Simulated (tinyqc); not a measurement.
Wafer bonding and layer transfer: bond energy, gap closing, particles, bonding of dissimilar wafers and hydrogen blisters: one step, computed by the program tinyqc. Command: `OMP_NUM_THREADS=1 python tinyqc.py 3013015 3013016 out.jsonl bond walk`. One thread of a shared host (Intel(R) Xeon(R) Processor @ 2.30GHz), about 0.01 s of CPU time with the checks.

gamma is the energy per area of each of the two surfaces; plates are isotropic, and both wafers have E1 and t1.

Problem. Does a shallow gap close? E' = E1/(1 - nu^2), equal wafers of thickness t1 assumed. A gap of radius R closes if h_g < h_c: h_c = R^2/sqrt((2/3) E' t1^3/gamma) for R > 2 t1 (plate bending), h_c = 3.6 sqrt(R gamma/E') for R < 2 t1 (local deformation).

Inputs (values chosen for the exercise, with wafer 1 close to silicon):
```
quantity,value,unit
Young's modulus E1,136,GPa
Poisson ratio nu,0.25,-
thickness t1,775,micrometre
radius of a shallow gap R,0.038,mm
half height of the gap h_g,1.2,nm
```

bond energy gamma = 0.4887194 J/m^2

Give: closable height h_c; h_g/h_c.

Solution.

closable height h_c = 40.73 nm

h_g/h_c = 0.02946

The gap closes.
